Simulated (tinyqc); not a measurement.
Nucleation and growth against temperature: classical nucleation, growth and JMAK kinetics of crystallisation from a melt or glass. Computed by tinyqc, a small Python program. Command: `OMP_NUM_THREADS=1 python tinyqc.py 3023732 3023733 out.jsonl nucl walk`. One thread of a shared host (Intel(R) Xeon(R) Processor @ 2.30GHz), about 0.01 s of CPU time with the checks.

A spherical nucleus cap on a flat wall with a sharp interface of isotropic energy gamma; lambda = Omega^(1/3) is the jump distance.

Inputs (values chosen for the exercise, for a model substance):

| quantity | value | unit |
|---|---|---|
| melting point T_m | 1770 | K |
| heat of melting per volume H | 1480 | J/cm^3 |
| interface energy gamma | 0.145 | J/m^2 |
| atomic volume Omega | 23.5 | angstrom^3 |
| diffusion prefactor D0 | 3.8e-05 | m^2/s |
| activation energy Q | 1.57 | eV |
| contact angle theta | 110 | degrees |
| wall area per volume S_v | 420000 | 1/m |

Nucleation: on a flat wall. Driving force: Turnbull (linear).

Constants: k_B = 1.380649e-23 J/K; k_B = 8.617333262e-05 eV/K.

Method:
- Driving force per volume: dG = H (T_m - T)/T_m.
- Shape factor f = (2 + cos theta)(1 - cos theta)^2/4.
- W(r) = f [4 pi r^2 gamma - (4/3) pi r^3 dG]; r* = 2 gamma/dG; W* = f 16 pi gamma^3/(3 dG^2); n* = f (4/3) pi r*^3/Omega.
- D = D0 exp(-Q/(k_B T)); attachment rate k+ = (A*/lambda^2) D/lambda^2 with A* = 2 pi r*^2 (1 - cos theta); Zeldovich factor Z = sqrt(W*/(3 pi k_B T))/n*; sites per volume N = S_v/lambda^2; I = N Z k+ exp(-W*/(k_B T)); lag time = 1/(4 pi Z^2 k+).
- Growth (Wilson-Frenkel): u = (D/lambda) [1 - exp(-dG Omega/(k_B T))].
- JMAK with steady nucleation and growth, nuclei spread at random: extended fraction X_e = (pi/3) I u^3 t^4, X = 1 - exp(-X_e); t_X = [-3 ln(1 - X)/(pi I u^3)]^(1/4); final grains per volume = Gamma(5/4) (3/pi)^(1/4) (I/u)^(3/4), Gamma(5/4) = 0.9064024771.
- Grain size = (grains per volume)^(-1/3). Rows are kept where W*/(k_B T) < 70.

Rates:

| T (K) | W*/(k_B T) | I (1/(m^3 s)) | u (m/s) | t_0.5 (s) | grain size (micrometre) |
|---|---|---|---|---|---|
| 885 | 5.699 | 1.3954e+28 | 1.1546e-04 | 7.4510e-05 | 9.8929e-03 |
| 974 | 6.401 | 4.3252e+28 | 6.8606e-04 | 1.4755e-05 | 1.1641e-02 |
| 1062 | 7.421 | 7.0395e+28 | 2.8811e-03 | 4.4529e-06 | 1.4754e-02 |
| 1150 | 8.936 | 5.5233e+28 | 9.3609e-03 | 1.9551e-06 | 2.1046e-02 |
| 1239 | 11.308 | 1.5500e+28 | 2.4898e-02 | 1.2897e-06 | 3.6928e-02 |
| 1328 | 15.226 | 7.9706e+26 | 5.5116e-02 | 1.4923e-06 | 9.4589e-02 |
| 1416 | 22.262 | 1.5931e+24 | 1.0259e-01 | 4.4290e-06 | 5.2253e-01 |
| 1504 | 37.121 | 1.1558e+18 | 1.6189e-01 | 1.0779e-04 | 2.0067e+01 |
| 1575 | 65.960 | 5.8265e+05 | 2.0291e-01 | 1.0799e-01 | 2.5198e+04 |

Among these rows I peaks at 1062 K, u at 1575 K and the change is fastest at 1239 K, between the two. Growth has no barrier W*, so it peaks nearer T_m than nucleation. The grain size goes as (u/I)^(1/4), from 0.0099 micrometre at the lowest T to 25000 at the highest. Caution: in the coldest rows the nucleus has under 20 atoms or the barrier is under 10 k_B T, where the capillary model and steady rates are only a guide. Caution: grain sizes above a centimetre mean that a sample waits for single nuclei, and the half time has no meaning there.

Extremes, crossings and ranges named in words are read from the listed rows.
